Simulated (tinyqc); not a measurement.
Zener tunnelling in a reverse-biased junction, two-band WKB: effect of the doping Nd.

Abrupt p-n junction, depletion approximation. Energies E are counted from the conduction-band edge of the neutral n side; its Fermi level lies at dn, that of the p side at dn - V, and the valence-band edge of the neutral p side at Em = dn + dp - V. Tunnelling needs 0 < E < Em. Two-band dispersion with equal masses m: inside the gap kappa = sqrt(m u (1 - u/Eg)/C), u the distance from a band edge, C = hbar^2/(2 m0).

Nd = Nc F12(dn/Vt), Na = Nv F12(dp/Vt), F12(x) = (2/sqrt(pi)) int_0^infinity sqrt(u)/(1 + exp(u - x)) du; dn = EF - Ec on the n side, dp = Ev - EF on the p side (negative outside the bands); Vbi = Eg + dn + dp. W = sqrt(2 eps0 eps_r (Vbi - V)(1/Na + 1/Nd)/q), mean field F = (Vbi - V)/W, peak field 2 F. In a uniform field F the exponent is S = pi sqrt(m/C) Eg^1.5/(4 F). Transverse energy Et = C kt^2/m raises it to S (1 + 4 Et/Eg), so T = exp(-S) exp(-Et/Eb) with Eb = Eg/(4 S). KJ = (2 q^2/h) m/(4 pi C) (times 1e14 for A/cm^2 per eV^2). J = KJ exp(-S) Eb times the integral from 0 to Em of [f(E - dn) - f(E - dn + V)] [1 - exp(-min(E, Em - E)/Eb)] dE, f(x) = 1/(1 + exp(x/Vt)), with S and Eb from the mean field; J > 0 flows from p to n.

Parameters, values chosen for the exercise; band and dielectric values close to those of indium arsenide: temperature T = 300 K; band gap Eg = 0.35 eV; relative permittivity eps_r = 14.9; conduction-band density of states at 300 K Nc = 8.62e16 cm^-3; valence-band density of states at 300 K Nv = 6.54e18 cm^-3; band-edge mass of the two-band model m = 0.028 m0; acceptor density Na = 6.6e18 cm^-3; bias of the p side V = -0.34 V.

Constants: q = 1.602176634e-19 C, kB = 1.380649e-23 J/K, hbar = 1.054571817e-34 J s, h = 6.62607015e-34 J s, m0 = 9.1093837015e-31 kg, Vt = kB T/q, eps0 = 8.8541878128e-14 F/cm where lengths are in cm, hbar^2/(2 m0) = 0.0380998212 eV nm^2. Results are converted to the units shown.

Result of one run:

| Nd (cm^-3) | Vbi (V) | mean field (MV/cm) | S | J (A/cm^2) |
|---|---|---|---|---|
| 1.1e18 | 0.5267 | 0.2228 | 6.259 | -3864 |

What becomes of these results when the donor density Nd is changed from 1.1e18 to 9.9e18 cm^-3, all else the same?

Result of the changed run:

| Nd (cm^-3) | Vbi (V) | mean field (MV/cm) | S | J (A/cm^2) |
|---|---|---|---|---|
| 9.9e18 | 1.097 | 0.5878 | 2.372 | -4.702e5 |

The whole series:

| Nd (cm^-3) | Vbi (V) | mean field (MV/cm) | S | J (A/cm^2) |
|---|---|---|---|---|
| 1.1e18 | 0.5267 | 0.2228 | 6.259 | -3864 |
| 1.7e18 | 0.5850 | 0.2756 | 5.059 | -1.575e4 |
| 2.7e18 | 0.6681 | 0.3425 | 4.071 | -5.212e4 |
| 4.2e18 | 0.7750 | 0.4169 | 3.344 | -1.297e5 |
| 6.4e18 | 0.9105 | 0.4967 | 2.807 | -2.611e5 |
| 9.9e18 | 1.097 | 0.5878 | 2.372 | -4.702e5 |
| 1.5e19 | 1.333 | 0.6823 | 2.043 | -7.454e5 |

The mean field rises from 0.223 to 0.682 MV/cm, as Nd^(0.43), S falls from 6.26 to 2.04, and |J| rises from 3860 to 7.45e5 A/cm^2: 2.29 decades, of which exp(-S) accounts for 1.83. Where S is below about 4, a WKB prefactor of 1 is a rough guess.

Range of the model: Parabolic densities of states, no band tails and no gap narrowing, all of which matter at such doping.

Computed by the program tinyqc: `OMP_NUM_THREADS=1 python tinyqc.py 2620027 2620028 out.jsonl`, one thread of a shared Intel Xeon 2.30GHz, about 0.01 s for the whole run.
